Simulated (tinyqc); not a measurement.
Worked calculation: Hartree-Fock atom on a uniform radial grid, spin-unpolarised, for Be(2+). Computed by tinyqc, a small Python program that keeps every step. Settings: Z = 4, points = 256, R = 6.5, functional = hf2, mixing = 0.6, iteration cap = 73. Command: `OMP_NUM_THREADS=1 python tinyqc.py 23842 23843 out.jsonl` (the two numbers bound the seeds that draw the settings). One thread of a shared host (Intel(R) Xeon(R) Processor @ 2.60GHz), about 0.2 s of CPU time with the checks. Later iterations appear only in the table of the cycle.

## Iteration 1

Spherical atom on a uniform radial grid r_j = j h with h = R/(N + 1), h sum u^2 = 1 and integrals as h times sums, u(0) = u(R) = 0 (atomic units):
```
parameter           value
Z                       4
points N              256
R                6.500000
h                0.025292
mixing           0.600000
electrons in 1s         2
```

Three-point differences turn -u''/2 + [l(l+1)/2r^2 - Z/r + V] u = e u into a tridiagonal matrix (diagonal 1/h^2 + potential, off-diagonal -1/2h^2). D = sum f u^2; the Hartree potential y/r solves y'' = -D/r with y(0) = 0, y(R) = N_e; for two electrons in one orbital exchange is -V_H/2 (Hartree-Fock); E = sum f e - int D V + int D (V_H/2 + eps_xc); V(new) = V + mixing (V_H + v_xc - V).

eigenvalues (hartree): 1s -7.9796

Every 16th grid point:
```
r         V in     u(1s)         D     V_H     v_xc
0.4047  0.0000    1.2833    3.2937  4.4329  -2.2164
0.8093  0.0000    0.5100    0.5202  2.4549  -1.2274
1.2140  0.0000    0.1520    0.0462  1.6468  -0.8234
1.6187  0.0000    0.0403    0.0032  1.2356  -0.6178
2.0233  0.0000    0.0100  2.00e-04  0.9885  -0.4942
2.4280  0.0000    0.0024  1.14e-05  0.8237  -0.4119
2.8327  0.0000    0.0006  6.12e-07  0.7060  -0.3530
3.2374  0.0000  1.26e-04  3.15e-08  0.6178  -0.3089
3.6420  0.0000  2.81e-05  1.58e-09  0.5491  -0.2746
4.0467  0.0000  6.20e-06  7.68e-11  0.4942  -0.2471
4.4514  0.0000  1.35e-06         0  0.4493  -0.2247
4.8560  0.0000  2.94e-07         0  0.4119  -0.2059
5.2607  0.0000  6.32e-08         0  0.3802  -0.1901
5.6654  0.0000  1.35e-08         0  0.3530  -0.1765
6.0700  0.0000  2.77e-09         0  0.3295  -0.1647
6.4747  0.0000  1.08e-10         0  0.3089  -0.1544
```

total energy = -13.461834 hartree

## Iteration 2

As before.

eigenvalues (hartree): 1s -6.5025

Every 16th grid point:
```
r         V in     u(1s)         D     V_H     v_xc
0.4047  1.3299    1.2782    3.2677  4.3429  -2.1715
0.8093  0.7365    0.5672    0.6435  2.4468  -1.2234
1.2140  0.4941    0.1926    0.0742  1.6463  -0.8231
1.6187  0.3707    0.0586    0.0069  1.2355  -0.6178
2.0233  0.2965    0.0168    0.0006  0.9885  -0.4942
2.4280  0.2471    0.0046  4.30e-05  0.8237  -0.4119
2.8327  0.2118    0.0012  3.10e-06  0.7060  -0.3530
3.2374  0.1853  3.28e-04  2.16e-07  0.6178  -0.3089
3.6420  0.1647  8.53e-05  1.45e-08  0.5491  -0.2746
4.0467  0.1483  2.19e-05  9.59e-10  0.4942  -0.2471
4.4514  0.1348  5.57e-06  6.20e-11  0.4493  -0.2247
4.8560  0.1236  1.40e-06         0  0.4119  -0.2059
5.2607  0.1141  3.52e-07         0  0.3802  -0.1901
5.6654  0.1059  8.75e-08         0  0.3530  -0.1765
6.0700  0.0988  2.07e-08         0  0.3295  -0.1647
6.4747  0.0927  8.63e-10         0  0.3089  -0.1544
```

total energy = -13.558931 hartree

## Iteration 3

As before.

eigenvalues (hartree): 1s -5.9651

Every 16th grid point:
```
r         V in     u(1s)         D     V_H     v_xc
0.4047  1.8348    1.2741    3.2465  4.3060  -2.1530
0.8093  1.0286    0.5884    0.6924  2.4429  -1.2215
1.2140  0.6915    0.2098    0.0881  1.6460  -0.8230
1.6187  0.5189    0.0673    0.0091  1.2355  -0.6177
2.0233  0.4152    0.0204    0.0008  0.9885  -0.4942
2.4280  0.3460    0.0059  7.08e-05  0.8237  -0.4119
2.8327  0.2965    0.0017  5.73e-06  0.7060  -0.3530
3.2374  0.2595  4.73e-04  4.47e-07  0.6178  -0.3089
3.6420  0.2306  1.30e-04  3.38e-08  0.5491  -0.2746
4.0467  0.2076  3.54e-05  2.51e-09  0.4942  -0.2471
4.4514  0.1887  9.55e-06  1.82e-10  0.4493  -0.2247
4.8560  0.1730  2.56e-06  1.31e-11  0.4119  -0.2059
5.2607  0.1597  6.80e-07         0  0.3802  -0.1901
5.6654  0.1483  1.79e-07         0  0.3530  -0.1765
6.0700  0.1384  4.46e-08         0  0.3295  -0.1647
6.4747  0.1297  1.91e-09         0  0.3089  -0.1544
```

total energy = -13.571884 hartree

## Convergence

Stop when input and output potentials agree to 1e-7.

Course of the cycle (hartree):
```
iteration           E    e(1s)  largest |V(out) - V(in)|
1          -13.461834  -7.9796                  3.98e+00
2          -13.558931  -6.5025                  1.39e+00
3          -13.571884  -5.9651                  4.83e-01
4          -13.573429  -5.7675                  1.68e-01
5          -13.573605  -5.6942                  5.86e-02
6          -13.573625  -5.6667                  2.06e-02
7          -13.573627  -5.6564                  7.39e-03
8          -13.573628  -5.6525                  2.75e-03
9          -13.573628  -5.6510                  1.04e-03
10         -13.573628  -5.6504                  4.02e-04
11         -13.573628  -5.6502                  1.56e-04
12         -13.573628  -5.6501                  6.09e-05
13         -13.573628  -5.6500                  2.39e-05
14         -13.573628  -5.6500                  9.40e-06
15         -13.573628  -5.6500                  3.71e-06
16         -13.573628  -5.6500                  1.46e-06
17         -13.573628  -5.6500                  5.80e-07
18         -13.573628  -5.6500                  2.30e-07
19         -13.573628  -5.6500                  9.10e-08
```

Converged in 19 iterations. A uniform grid resolves the cusp poorly: for a bare nucleus this grid gives 1s at -7.97963 against -Z^2/2 = -8 hartree. Before convergence this energy mixes input and output and is not variational, so it may rise towards its limit.
